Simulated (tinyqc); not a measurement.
Inversion-layer mobility, back-scattering and ballistic limit of a field-effect transistor: one step, computed by the program tinyqc.

The charge at the top of the source barrier is fixed by the gate; series resistance and short-channel effects are left out. F_j are Fermi integrals normalised to exp(eta) in the classical limit.

Task: Ballistic limit. Non-degenerate: every F_j(eta) is replaced by exp(eta). Ballistic channel: N_2D = g_v m k_B T/(pi hbar^2), U = e V_D/(k_B T); eta_F solves N_inv = (N_2D/2)[F_0(eta_F) + F_0(eta_F - U)]; v_T = sqrt(2 k_B T/(pi m)); I/W = e (N_2D/2) v_T [F_1/2(eta_F) - F_1/2(eta_F - U)]; injection velocity v_T F_1/2(eta_F)/F_0(eta_F).

Inputs (values chosen for the exercise, modelled on a silicon p-channel):
```
quantity               value  unit
transport mass m        0.31   m_0
valley degeneracy g_v      1     -
drain voltage V_D        1.1     V
temperature T            300     K
```

Statistics at the top of the barrier: non-degenerate.

inversion density N_inv = 1.231586e+12 1/cm^2

Constants: m_0 = 9.1093837015e-31 kg; k_B = 1.380649e-23 J/K; hbar = 1.054571817e-34 J s; k_B = 8.617333262e-05 eV/K; e = 1.602176634e-19 C.

Give: N_2D; eta_F; thermal velocity v_T; injection velocity; ballistic current I/W.

Result:

N_2D = 3.3478e+12 1/cm^2

eta_F = -0.30684

thermal velocity v_T = 0.96631 1e7 cm/s

injection velocity = 0.96631 1e7 cm/s

ballistic current I/W = 190.67 microampere/micrometre

Caution: eta_F is above -1, so the non-degenerate formulas understate the injection velocity and the current.
